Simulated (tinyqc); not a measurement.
Wafer bonding and layer transfer: bond energy, gap closing, particles, bonding of dissimilar wafers and hydrogen blisters: one step, computed by the program tinyqc.

gamma is the energy per area of each of the two surfaces; plates are isotropic, and both wafers have E1 and t1.

Task: Blistering after hydrogen implantation. A flat crack of radius r under a layer of thickness d, as a clamped plate: centre height w = 3 p r^4/(16 E' d^3), volume pi r^2 w/3, energy release G = 3 p^2 r^4/(32 E' d^3), E' = E1/(1 - nu^2). It grows when G = 2 gamma_s. The gas comes from the area pi r^2: p V = (dose x share/2) pi r^2 k_B T, and G = p w/2 = (3/2) N k_B T with N the H2 molecules per area. Share needed: G = 2 gamma_s. The pressure and height at growth are given for r = 10 d.

Inputs (values chosen for the exercise, for model wafers):
```
quantity,value,unit
Young's modulus E1,163,GPa
Poisson ratio nu,0.28,-
implant depth d,0.46,micrometre
hydrogen dose,9.3,1e16/cm^2
share of the dose released as H2,0.33,-
surface energy of the weakened plane gamma_s,1.1,J/m^2
anneal temperature T,725,K
```

Constants: k_B = 1.380649e-23 J/K.

Give: energy release G; share of the dose needed; pressure at growth; height at growth.

Result:

energy release G = 2.304 J/m^2

share of the dose needed = 0.3151

pressure at growth = 30.04 MPa

height at growth = 146.5 nm

The released gas suffices: cracks grow, as blisters under a free surface or as a split under a bonded stiffener. In this plate limit G depends on neither r nor d.
